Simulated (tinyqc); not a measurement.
Inputs raised by 10 %, one at a time: Holstein polaron on two sites. Computed by tinyqc, a small Python program. Command: `OMP_NUM_THREADS=1 python tinyqc.py 3006853 3006854 out.jsonl holstein sens`. One thread of a shared host (Intel(R) Xeon(R) Processor @ 2.30GHz), about 0.02 s of CPU time with the checks.

One electron on sites 1 and 2: H = -t (c1+ c2 + c2+ c1) + hbar omega sum_i b_i+ b_i - g hbar omega sum_i n_i (b_i + b_i+). The symmetric phonon shifts the energy by -g^2 hbar omega/2 and drops out; with b = (b_1 - b_2)/sqrt(2) there remains H = -t sigma_x + hbar omega b+ b - (g hbar omega/sqrt(2)) sigma_z (b + b+). Parity splits it into blocks p = +1 and -1 over phonon numbers n. Zero-point energies are left out. Weights Z refer to mode b alone; the displaced symmetric mode multiplies the full zero-phonon weight by exp(-g^2/2).

Inputs (values chosen for the exercise, for a model dimer): hopping t = 19 meV; phonon energy hbar omega = 142 meV; coupling g = 0.351.

Method. Block p: H_nn = n hbar omega - p t (-1)^n - g^2 hbar omega/2, H_(n,n+1) = -(g hbar omega/sqrt(2)) sqrt(n + 1). Use 60 levels in both blocks; Z = c_0^2 is the weight of n = 0 in the ground state c; the splitting is the lowest odd level less the lowest even one, which without coupling is the smaller of 2t and hbar omega; <sigma_x> = sum (-1)^n c_n^2 measures the kinetic energy.

Runs:

| input moved | from | to | weight Z of n = 0 in mode b | splitting (meV) | mean phonon number in b | <sigma_x> |
|---|---|---|---|---|---|---|
| base run | - | - | 0.96121 | 33.355 | 0.039999 | 0.92475 |
| hopping t (meV) | 19 | 20.9 | 0.96270 | 36.632 | 0.038466 | 0.92764 |
| phonon energy hbar omega (meV) | 142 | 156.2 | 0.95978 | 33.398 | 0.041470 | 0.92199 |
| coupling g | 0.351 | 0.3861 | 0.95296 | 32.470 | 0.048815 | 0.90933 |

Exponents ln(y'/y) / ln(x'/x):

| input | weight Z of n = 0 in mode b | splitting | mean phonon number in b | <sigma_x> |
|---|---|---|---|---|
| hopping t | 0.016 | 0.983 | -0.410 | 0.033 |
| phonon energy hbar omega | -0.016 | 0.014 | 0.379 | -0.031 |
| coupling g | -0.090 | -0.282 | 2.090 | -0.176 |

To which inputs is each result most sensitive?

Among the inputs moved here: weight Z of n = 0 in mode b answers most in size to coupling g (exponent -0.090), next to hopping t (+0.016). Splitting answers most in size to hopping t (exponent +0.983), next to coupling g (-0.282). Its exponent +0.983 in hopping t: the ratio splitting/(2t) hardly changes with t near this point. Mean phonon number in b answers most in size to coupling g (exponent +2.090), next to hopping t (-0.410). <sigma_x> answers most in size to coupling g (exponent -0.176), next to hopping t (+0.033).

Extremes, crossings and ranges named in words are read from the listed rows.
